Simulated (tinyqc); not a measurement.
# From one set of inputs to another, one input at a time

Model: single-domain magnet: Stoner-Wohlfarth switching, Neel-Arrhenius retention, LLG dynamics and spin torque. Computed by tinyqc, a small Python program. Command: `OMP_NUM_THREADS=1 python tinyqc.py 3029233 3029234 out.jsonl macro ladder`. One thread of a shared host (Intel(R) Xeon(R) Processor @ 2.30GHz), about 0.02 s of CPU time with the checks.

The moment is uniform, with unit vector m; z is the easy axis. mu_0 = 1.25663706212e-6 T m/A, gamma = 1.76085963023e11 rad/(s T).

The inputs printed are set A. Inputs not listed in the table keep their values of set A, so the rows need not describe a real material.

Inputs (values chosen for the exercise, for a model magnet):

| quantity | value | unit |
|---|---|---|
| saturation magnetisation M_s | 1390 | kA/m |
| diameter d | 49 | nm |
| thickness t | 1.4 | nm |
| interface anisotropy K_i | 1.98 | mJ/m^2 |
| bulk anisotropy K_u | 0 | kJ/m^3 |
| exchange stiffness A | 13 | pJ/m |
| temperature T | 300 | K |
| attempt frequency f0 | 1 | GHz |
| field angle psi from the easy axis | 40 | degrees |
| reversing field h = H/H_K | 0.2 | - |
| waiting time t_w | 0.001 | s |
| damping alpha | 0.078 | - |
| spin-torque efficiency eta | 0.57 | - |
| drive I/I_c0 | 4.6 | - |

Shape: thin disc, easy axis normal to it.

Constants: k_B = 1.380649e-23 J/K; e = 1.602176634e-19 C; hbar = 1.054571817e-34 J s.

Method:
- The disc is treated as an oblate spheroid with p = t/d: N_z = [1 - p arccos(p)/sqrt(1 - p^2)]/(1 - p^2); V = pi d^2 t/4; K_eff = K_u + K_i/t + K_shape, K_shape = -(mu_0 M_s^2/4)(3 N_z - 1); mu_0 H_K = 2 K_eff/M_s.
- Delta = K_eff V/(k_B T); tau = exp(Delta)/f0; probability of a flip within t_w: P = 1 - exp(-t_w/tau). Wall width parameter sqrt(A/K_eff); a two-domain state costs 4 sqrt(A K_eff) times the cross-section that the wall cuts (d t).
- Energy over K_eff V: e(theta) = sin^2(theta) + 2 h cos(theta - psi) for m at the angle theta from +z and a field that points at psi from -z (it pulls m away from +z towards negative theta); h_sw = (cos^(2/3) psi + sin^(2/3) psi)^(-3/2).
- The metastable minimum and the saddle are the two roots of e'(theta) = sin(2 theta) - 2 h sin(theta - psi) on either side of theta_c = -arctan(tan^(1/3) psi).
- For axial symmetry and a polariser along z: I_c0 = (4 e alpha/(hbar eta)) K_eff V; relaxation time tau_D = (1 + alpha^2)/(alpha gamma mu_0 H_K); thermal start angle theta_0 = 1/sqrt(2 Delta); switching time about tau_D ln(pi/(2 theta_0))/(I/I_c0 - 1); precession frequency gamma mu_0 H_K/(2 pi (1 + alpha^2)).
- The polar equation dm_z/dt = -(1 - m_z^2)(i - m_z)/tau_D, i = I/I_c0, integrates to t = tau_D [F(cos theta_0) - F(0)], F(z) = -ln(1 - z)/(2 (i - 1)) + ln(1 + z)/(2 (i + 1)) + ln(i - z)/(i^2 - 1), theta_0 = 1/sqrt(2 Delta).

Each row keeps all changes above it:

| input moved | from | to | K_eff (kJ/m^3) | time to m_z = 0 (ns) | barrier / (k_B T) |
|---|---|---|---|---|---|
| set A | - | - | 279.16 | 0.1754 | 85.94 |
| temperature T (K) | 300 | 358 | 279.16 | 0.1709 | 72.01 |
| damping alpha | 0.078 | 0.009 | 279.16 | 1.4727 | 72.01 |
| reversing field h = H/H_K | 0.2 | 0.25 | 279.16 | 1.4727 | 55.38 |
| saturation magnetisation M_s (kA/m) | 1390 | 1180 | 596.24 | 0.6512 | 118.28 |
| spin-torque efficiency eta | 0.57 | 0.46 | 596.24 | 0.6512 | 118.28 |
| interface anisotropy K_i (mJ/m^2) | 1.98 | 2.25 | 789.10 | 0.5104 | 156.54 |
| thickness t (nm) | 1.4 | 2.1 | 280.31 | 1.3206 | 83.41 |

Which inputs carry the difference?

K_eff goes from 279 to 280, a factor 1.004 in all. The largest single move comes from thickness t (a factor 0.355), but it runs against the net change; the largest move in the direction of the net change is saturation magnetisation M_s (a factor 2.14). time to m_z = 0 goes from 0.175 to 1.32, a factor 7.53 in all. The largest single move comes from damping alpha (a factor 8.61), and saturation magnetisation M_s works against it (a factor 0.442). Barrier / (k_B T) goes from 85.9 to 83.4, a factor 0.9706 in all. The largest single move comes from saturation magnetisation M_s (a factor 2.14), but it runs against the net change; the largest move in the direction of the net change is thickness t (a factor 0.533). The single moves hold for this order of the switches; the total does not depend on the order.

Caution (all rows): a flat cylinder has a smaller N_z than the spheroid of the same t/d, so K_eff of a real disc is larger. Caution (all rows): a domain wall can cross the element at lower cost, so the single-domain barrier is an upper bound.

Extremes, crossings and ranges named in words are read from the listed rows.
